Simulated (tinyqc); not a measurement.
# Deep-level transient spectroscopy, step by step

tinyqc, about 0.01 s, one thread, Intel Xeon 2.30GHz (shared host): `OMP_NUM_THREADS=1 python tinyqc.py 2050076 2050077 out.jsonl` Printed values are rounded.

Schottky contact on an n-type layer with shallow donors Nd (all ionised) and a donor-like deep trap, neutral when filled and positive when empty; depletion approximation. Traps within lam of the depletion edge stay filled. A long pulse to Vp fills the traps beyond x1 = Wp - lam; back at Vr those between x1 and x2 = Wr - lam emit. A rate window reads S = C(t2) - C(t1).

Values chosen for this exercise; material values close to those of gallium arsenide:
```
symbol,value,unit,meaning
eps_r,13,,relative permittivity
Nc,4.43e17,cm^-3,conduction-band density of states at 300 K
vth,4.3e7,cm/s,thermal velocity at 300 K
Nd,2.2e16,cm^-3,shallow donor density
Vbi,0.7,V,built-in voltage
Et,0.12,eV,depth of the trap below the conduction edge
sn,2e-14,cm^2,capture cross-section
Nt,2.4e14,cm^-3,trap density
Vr,5.5,V,reverse bias
Vp,0.7,V,reverse bias during the filling pulse
t1,0.2,ms,first sampling time
t2,2,ms,second sampling time
T,86,K,temperature of the transient
```

Constants: q = 1.602176634e-19 C, kB = 1.380649e-23 J/K, eps0 = 8.8541878128e-14 F/cm where lengths are in cm. Results are converted to the units shown.

Range of the model: Below about 110 K shallow donors begin to freeze out, which the model ignores.

## Emission rate and rate window

Emission rate en = sn vth(T) Nc(T) exp(-Et/kB T) = sn g T^2 exp(-Et/kB T), g = vth Nc/(300 K)^2, as vth goes as T^0.5 and Nc as T^1.5 (degeneracy factor 1). For an exponential transient S peaks where en = ew = ln(t2/t1)/(t2 - t1).

g = 2.116556e20 cm^-2 s^-1 K^-2
en = 2906.752 1/s
1/en = 0.3440266 ms
ew = 1279.214 1/s

## Widths

lam = sqrt(2 eps0 eps_r (EF - ET)/(q Nd)), EF - ET = Et - (kB T/q) ln(Nc(T)/Nd), Nc(T) = Nc (T/300 K)^1.5. In the steady state at the band bending V, 2 eps0 eps_r V/q = Nd W^2 + Nt (W - lam)^2 (the second term only if W > lam). V = Vbi + Vr gives Wr and V = Vbi + Vp gives Wp; x1 = max(Wp - lam, 0).

lam = 85.38862 nm
Wr = 633.7588 nm
Wp = 301.5398 nm
x1 = 216.1512 nm
x2 = 548.3702 nm
G = (x2^2 - x1^2)/Wr^2 = 0.6323624

The rule Nt = 2 Nd |dC|/C assumes G = 1 and would understate Nt by a factor of about 1/G = 1.58 here (the limit of small Nt/Nd).

## The transient

```
sample,t (ms)
0,0
1,0.1
2,0.2
3,1.1
4,2
5,4
6,10
```

W(t)^2 = Wr^2 + (Nt/Nd)(x2^2 - x1^2) exp(-en t), C = eps0 eps_r/W; for small Nt, dC/C = -(Nt/2 Nd) G exp(-en t) with G = (x2^2 - x1^2)/Wr^2. S = C(t2) - C(t1).

```
sample,C (nF/cm^2),C - C(final) (pF/cm^2)
0,18.09986,-62.32364
1,18.11552,-46.66356
2,18.12726,-34.92700
3,18.15962,-2.55962
4,18.16200,-0.18712
5,18.16218,-0.00056
6,18.16218,0.00000
```

S = 34.73988 pF/cm^2

## Step 1: peak temperature

T at the start = 300 K

Fixed-point step for en(T) = ew: T(new) = (Et q/kB)/ln(sn g T^2/ew), g = vth Nc/(300 K)^2.

T after step 1 = 71.36846 K

## Course of the iteration for the peak temperature

Start from 300 K; stop when T changes by less than 1e-8 K.

Course of the iteration:
```
step,T (K),change (K)
1,71.36846,229
2,83.68563,12.3
3,82.11431,1.57
4,82.29828,0.184
5,82.27652,0.0218
6,82.27909,2.57e-3
7,82.27879,3.04e-4
8,82.27882,3.59e-5
9,82.27882,4.24e-6
10,82.27882,5.01e-7
11,82.27882,5.93e-8
12,82.27882,7.00e-9
```

Converged in 12 steps; each multiplies the error by -2 kB T/Et = -0.12.
